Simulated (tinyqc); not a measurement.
Shape of the cross-section: round or elliptic silicon nanowire with anisotropic valleys (Ritz method).

Wire along x = [100] on a (001) wafer, y = [010], z = [001]. Valley groups, two valleys each (w = inverse masses): A, axis along z: w_y = 1/mt, w_z = 1/ml, m_x = mt; B, axis along y: w_y = 1/ml, w_z = 1/mt, m_x = mt; C, axis along x: w_y = w_z = 1/mt, m_x = ml.

Constants: hbar^2/2m0 = 3.80998211 eV angstrom^2.

Values chosen for the exercise (near those of a Si nanowire; not measured data):

| symbol | value | unit | meaning |
|---|---|---|---|
| ml | 0.902 | m0 | longitudinal mass |
| mt | 0.192 | m0 | transverse mass |
| area | 15 | nm^2 | cross-section, kept fixed |
| hw | 3 |  | height over mean width |

Equal area, hard walls, lowest level of -c (w_y d2/dy2 + w_z d2/dz2), c = hbar^2/2m0. Rectangle W x H with H/W = hw; ellipse with b/a = hw; trapezoid of height H, base W/0.8 and top 0.6 of the base; isosceles triangle of height H and base 2W. Ellipse, trapezoid and triangle by converged Ritz bases; 1 nm^2 = 100 angstrom^2.

Levels:

| shape | A (eV) | B (eV) | B - A (meV) |
|---|---|---|---|
| rectangle | 0.4010 | 0.1269 | -274.1 |
| ellipse | 0.3403 | 0.1165 | -223.9 |
| trapezoid | 0.3398 | 0.1282 | -211.5 |
| triangle | 0.2051 | 0.1410 | -64.2 |

W = 22.4 angstrom
H = 67.1 angstrom

For group A the order is triangle, trapezoid, ellipse, rectangle, spanning 95 %. For group B the order is ellipse, rectangle, trapezoid, triangle, spanning 21 %. The ellipse lies below the rectangle for both groups, since corners hold little of the wave function. The triangle is lowest for A, whose light mass lies across the width and gains from the wide base. The spacing B - A of the valley groups runs from -274 to -64 meV.

Computed by tinyqc, a small Python program: `OMP_NUM_THREADS=1 python tinyqc.py 1280788 1280789 out.jsonl` (the numbers bound the seed that draws the inputs); one thread of a shared host (Intel(R) Xeon(R) Processor @ 2.30GHz), about 0.02 s for the whole set of steps.
